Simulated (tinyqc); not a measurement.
What each integral does: Slater-Koster d bands of an fcc metal.

Values chosen for the exercise (out of a larger set: of the size met in Co; not measured data):
- dds = -0.473 eV (dd sigma)
- ddp = 0.251 eV (dd pi)
- ddd = -0.071 eV (dd delta)

Levels at Gamma, E(t2g) = 3 dds + 4 ddp + 5 ddd, E(eg) = 1.5 dds + 6 ddp + 4.5 ddd, and W = sqrt(12 mu2), the width of a rectangular band with the same second moment mu2 = z (dds^2 + 2 ddp^2 + 2 ddd^2)/5, z = 12.

Results for these values:

| case | t2g (eV) | eg (eV) | W (eV) |
|---|---|---|---|
| base | -0.7700 | 0.4770 | 3.2191 |

What happens to each result for ddp = 0.2886 eV, all else kept?

Answer: t2g rises from -0.7700 to -0.6196; eg rises from 0.4770 to 0.7026; W rises from 3.2191 to 3.3958.

The same for each parameter in turn:

| case | t2g (eV) | eg (eV) | W (eV) |
|---|---|---|---|
| base | -0.7700 | 0.4770 | 3.2191 |
| dds = -0.5439 eV | -0.9827 | 0.3706 | 3.5269 |
| ddp = 0.2886 eV | -0.6196 | 0.7026 | 3.3958 |
| ddd = -0.0816 eV | -0.8230 | 0.4293 | 3.2335 |

The ratio of the shifts of t2g and eg names the integral: 3 : 1.5 for dds, 4 : 6 for ddp, 5 : 4.5 for ddd.

Run: tinyqc, `OMP_NUM_THREADS=1 python tinyqc.py 1451053 1451054 out.jsonl`; Intel(R) Xeon(R) Processor @ 2.30GHz, one thread, shared host; about 0.06 s of CPU time with all checks.
